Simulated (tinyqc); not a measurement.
# Planar metal-insulator-metal capacitor: capacitance, non-linearity, leakage and relaxation: effects of single changes

A film between two metal electrodes, each interface adding a series capacitance ci. The small-signal permittivity is ek (1 + aq E^2); the field is found with the linear permittivity. Leakage J = J0 sinh(E/Ef). After a voltage step the film passes a relaxation current kr C V tt^(-nr), tt being the time in seconds.

Inputs (values chosen for the exercise); permittivity of the order of that of zirconium oxide:
- ek = 32.1 (relative permittivity of the film)
- t = 19 nm (film thickness)
- ci = 260 uF/cm^2 (capacitance of each electrode interface (dead layer and screening))
- aq = 0.0092 cm^2/MV^2 (quadratic field coefficient of the permittivity)
- V = 1.8 V (bias)
- nr = 0.944 (exponent of the relaxation current)
- kr = 0.0037 (strength of the relaxation)
- J0 = 2.2e-10 A/cm^2 (leakage prefactor)
- Ef = 0.3 MV/cm (field for an e-fold rise of the leakage)
- t0 = 1e-7 s (duration of the write pulse)

Constants: eps0 = 8.8541878128e-14 F/cm where lengths are in cm. Results are converted to the units shown.

Each table varies one quantity; the others keep the values above.

## Capacitance, non-linearity and leakage against thickness

Planar film: Cf = eps0 ek/t, 1/C = 1/Cf + 2/ci, EOT = 3.9 eps0/C, effective permittivity C t/eps0, E = (V/t) C/Cf; quadratic coefficient [C(V)/C - 1]/V^2 with Cf (1 + aq E^2) in C(V).

Results:

| t (nm) | C (uF/cm^2) | EOT (nm) | effective permittivity | E (MV/cm) | quadratic coefficient (ppm/V^2) | J (A/cm^2) |
|---|---|---|---|---|---|---|
| 4.2 | 6.432 | 0.5368 | 30.51 | 4.074 | 4.445e4 | 8.682e-5 |
| 5.9 | 4.645 | 0.7434 | 30.95 | 2.942 | 2.363e4 | 1.996e-6 |
| 8.2 | 3.376 | 1.023 | 31.27 | 2.138 | 1.263e4 | 1.370e-7 |
| 11 | 2.533 | 1.363 | 31.47 | 1.604 | 7164 | 2.313e-8 |
| 16 | 1.752 | 1.970 | 31.67 | 1.110 | 3450 | 4.444e-9 |
| 22 | 1.279 | 2.699 | 31.78 | 0.8101 | 1845 | 1.630e-9 |
| 31 | 0.9104 | 3.793 | 31.88 | 0.5766 | 937.3 | 7.357e-10 |
| 60 | 0.4720 | 7.316 | 31.98 | 0.2989 | 252.8 | 2.573e-10 |

Estimate the missing row, t = 43 nm.

Computed row:

| t (nm) | C (uF/cm^2) | EOT (nm) | effective permittivity | E (MV/cm) | quadratic coefficient (ppm/V^2) | J (A/cm^2) |
|---|---|---|---|---|---|---|
| 43 | 0.6576 | 5.251 | 31.94 | 0.4165 | 490.0 | 4.134e-10 |

With this row back in the table: C falls from 6.43 to 0.472 uF/cm^2 while the effective permittivity goes from 30.5 to 32.0 (ek = 32.1). EOT is a straight line in t with slope 3.9/ek = 0.121 and intercept 0.0266 nm. The quadratic coefficient goes as t^(-1.86) between the first two rows and t^(-1.99) between the last two (-2 without interfaces), and J falls by 5.53 decades.

## Charge lost after writing

Planar film: Cf = eps0 ek/t, 1/C = 1/Cf + 2/ci, EOT = 3.9 eps0/C, effective permittivity C t/eps0, E = (V/t) C/Cf. A capacitor written for t0 and then left open loses, as a share of C V, kr (tt^(1 - nr) - t0^(1 - nr))/(1 - nr) by relaxation and J tt/(C V) by leakage; both are taken as small, and rows far outside that range are left out.

The same in every row: leakage current (nA/cm^2) = 2.491.

Charge lost after writing:

| tt (s) | relaxation current (nA/cm^2) | loss by relaxation (%) | loss by leakage (%) | total loss (%) |
|---|---|---|---|---|
| 1e-6 | 4.544e6 | 0.3687 | 9.358e-8 | 0.3687 |
| 1e-5 | 5.169e5 | 0.7882 | 9.358e-7 | 0.7882 |
| 0.0001 | 5.880e4 | 1.265 | 9.358e-6 | 1.265 |
| 0.001 | 6690 | 1.808 | 9.358e-5 | 1.808 |
| 0.01 | 761.0 | 2.426 | 9.358e-4 | 2.427 |
| 0.1 | 86.58 | 3.129 | 0.009358 | 3.138 |
| 1 | 9.849 | 3.928 | 0.09358 | 4.021 |
| 10 | 1.120 | 4.837 | 0.9358 | 5.773 |
| 100 | 0.1275 | 5.872 | 9.358 | 15.23 |

What does the table show?

The two currents are equal at tt = 4.29 s. The loss by relaxation grows from 0.369 to 5.87 %, by 0.419 points over the first decade and 1.03 over the last, while the loss by leakage grows tenfold a decade. Leakage is the larger loss for tt = 100 s. For tt = 100 the falling voltage would already cut the leakage, so the linear estimate overstates the loss.

tinyqc, about 0.01 s, one thread, Intel Xeon 2.30GHz (shared host): `OMP_NUM_THREADS=1 python tinyqc.py 2102119 2102120 out.jsonl`
